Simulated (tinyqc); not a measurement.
Charge neutrality of a doped semiconductor with incomplete ionisation: one step, computed by the program tinyqc. Command: `OMP_NUM_THREADS=1 python tinyqc.py 3023133 3023134 out.jsonl dopant walk`. One thread of a shared host (Intel(R) Xeon(R) Processor @ 2.30GHz), about 0.04 s of CPU time with the checks.

Energies are counted from the top of the valence band; E_D is measured down from the conduction band and E_A up from the valence band.

Problem. Densities at the solution. n = N_c F_1/2((E_F - E_g)/k_B T), p = N_v F_1/2(-E_F/k_B T). F_1/2(eta) = (2/sqrt(pi)) int_0^infinity sqrt(x)/(1 + exp(x - eta)) dx, by the trapezoid rule in t = sqrt(x) with step 0.02 up to t = 12 (for eta < -12 by exp(eta) - exp(2 eta)/2^(3/2)). N_A- = N_A/(1 + g_A exp((E_A - E_F)/k_B T)).

Inputs (values chosen for the exercise, modelled on CdTe): acceptor density N_A = 2.3e+17 cm^-3; acceptor depth E_A = 0.0595 eV; acceptor degeneracy g_A = 4; temperature T = 300 K.

Doping: p-type. Statistics of the bands: Fermi-Dirac.

Fermi level E_F (last iterate) = 0.1137266 eV

gap E_g = 1.523440 eV

N_c = 7.036790e+17 cm^-3

N_v = 1.260804e+19 cm^-3

k_B T = 0.02585200 eV

Give: majority density p; minority density n; ionised share of the acceptors; distance of E_F from the majority band edge.

Solution.

majority density p = 1.543e+17 cm^-3

minority density n = 1.463e-06 cm^-3

ionised share of the acceptors = 0.6707

distance of E_F from the majority band edge = 0.1137 eV
